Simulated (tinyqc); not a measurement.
# Changing the total dopant density N

Model: dopants and charged point defects at anneal temperature: Fermi-level effect, clustering and pairing. Computed by tinyqc, a small Python program. Command: `OMP_NUM_THREADS=1 python tinyqc.py 3012823 3012824 out.jsonl pairing sweep`. One thread of a shared host (Intel(R) Xeon(R) Processor @ 2.30GHz), about 0.03 s of CPU time with the checks.

Boltzmann statistics and full ionisation of active dopants. Energies are counted from the valence band; the defect (a vacancy or self-interstitial) has five charge states, with all degeneracy factors one.

Inputs (values chosen for the exercise, with bands modelled on InP):

| quantity | value | unit |
|---|---|---|
| gap at 0 K E_g0 | 1.42 | eV |
| Varshni alpha | 0.000353 | eV/K |
| Varshni beta | 158 | K |
| electron mass m_e | 0.0773 | m_0 |
| valleys M_c | 1 | - |
| hole mass m_h | 0.613 | m_0 |
| anneal temperature T | 960 | K |
| formation enthalpy of the neutral defect H_f | 3.46 | eV |
| formation entropy S_f | 8.9 | k_B |
| site density N_s | 3.9e+22 | cm^-3 |
| intrinsic dopant diffusivity D_i | 3.9e-16 | cm^2/s |
| anneal time t | 10 | s |
| dopant atoms per cluster k | 4 | - |
| cluster binding energy E_b | 2.29 | eV |

Dopant: donor. Second part: clustering of the dopant.

defect levels as fractions of E_g(T): (2+/+), (+/0), (0/-), (-/2-): 0.044  0.18  0.42  0.7

Constants: m_0 = 9.1093837015e-31 kg; k_B = 1.380649e-23 J/K; h = 6.62607015e-34 J s; k_B = 8.617333262e-05 eV/K.

Method:
- E_g = E_g0 - alpha T^2/(T + beta).
- N_c = 2 M_c (2 pi m_e k_B T/h^2)^(3/2) and N_v = 2 (2 pi m_h k_B T/h^2)^(3/2), masses in units of m_0.
- n_i = sqrt(N_c N_v) exp(-E_g/2 k_B T); E_i = E_g/2 + (k_B T/2) ln(N_v/N_c).
- n = A/2 + sqrt(A^2/4 + n_i^2) for an active density A.
- k ionised dopants and k carriers form one neutral cluster: C = N_s (A/N_s)^k (n/N_b)^k exp(E_b/k_B T), N_b the effective density of states of the majority band, and N = A + k C (60 bisections in ln A between ln N - 90 and ln N).
- chi = n/n_i (for acceptors n_i/p); E_F = E_i + k_B T ln chi; field enhancement h = 1 + A/sqrt(A^2 + 4 n_i^2).
- C_0 = N_s exp(S_f/k_B) exp(-H_f/k_B T). Ratios to the neutral state at E_F = E_i: r_+ = exp((E(+/0) - E_i)/k_B T), r_2+ = r_+ exp((E(2+/+) - E_i)/k_B T), r_- = exp((E_i - E(0/-))/k_B T), r_2- = r_- exp((E_i - E(-/2-))/k_B T); at other E_F state q scales as chi^(-q). The enhancement is sum r_q chi^(-q)/sum r_q. The charge on the defects is left out of neutrality.
- If every charge state of the defect carries the dopant equally well, D = D_i x enhancement x h x (active share A/N, a rough stand-in that overstates the dA/dN which immobile clusters call for), D_i being an input held fixed when T or H_f is moved; diffusion length 2 sqrt(D t).

One run for each value:

| total dopant density N (cm^-3) | active density A (cm^-3) | enhancement over intrinsic | D/D_i | E_F (eV) | mean charge (e) |
|---|---|---|---|---|---|
| 1.00e+17 | 1.000e+17 | 1.405e+01 | 27 | 0.847 | -1.660 |
| 3.00e+17 | 3.000e+17 | 9.414e+01 | 188 | 0.936 | -1.853 |
| 9.00e+17 | 8.997e+17 | 7.602e+02 | 1519 | 1.027 | -1.946 |
| 8.00e+18 | 2.991e+18 | 8.082e+03 | 6044 | 1.126 | -1.983 |
| 2.00e+19 | 3.473e+18 | 1.087e+04 | 3774 | 1.139 | -1.985 |
| 7.00e+19 | 4.128e+18 | 1.532e+04 | 1807 | 1.153 | -1.988 |
| 2.00e+20 | 4.729e+18 | 2.007e+04 | 949 | 1.164 | -1.989 |
| 7.00e+20 | 5.542e+18 | 2.752e+04 | 436 | 1.177 | -1.991 |
| 2.00e+21 | 6.322e+18 | 3.578e+04 | 226 | 1.188 | -1.992 |

Give the missing row, total dopant density N (cm^-3) = 3.00e+18.

Computed row:
```
total dopant density N (cm^-3)  active density A (cm^-3)  enhancement over intrinsic  D/D_i  E_F (eV)  mean charge (e)
3.00e+18                                       2.327e+18                   4.916e+03   7628     1.106           -1.978
```

Interpolating between the two neighbouring rows (the first column on a logarithmic scale, the others too where they are positive) misses most in D/D_i, by 57 %. Over the rows, active density A (cm^-3) rises from 1.00e17 to 6.32e18 (exponent d ln y / d ln x 1.00 between the first rows and 0.13 between the last); enhancement over intrinsic rises from 14.1 to 35800 (exponent d ln y / d ln x 1.7 between the first rows and 0.25 between the last); D/D_i goes from 27.4 through a maximum among these rows, 7630 at 3.00e18, to 226. At the low end the exponent of active density A is 1.00, close to 1: no clustering. Once clusters hold most of the dopant and A exceeds n_i, the exponent of A tends to 1/(2k) = 0.125; between the last rows it is 0.126.

Caution (rows 9.00e17, 3.00e18, 8.00e18, 2.00e19, 7.00e19, 2.00e20, 7.00e20): so large an enhancement assumes that highly charged defects carry the dopant as well as neutral ones; measured enhancements are far smaller. Caution (rows 2.00e19, 7.00e19, 2.00e20, 7.00e20, 2.00e21): the carrier density exceeds the effective density of states, where Boltzmann statistics understate the shift of E_F and so the density of charged defects (gap narrowing, also left out, works the other way).

Extremes, crossings and ranges named in words are read from the listed rows.
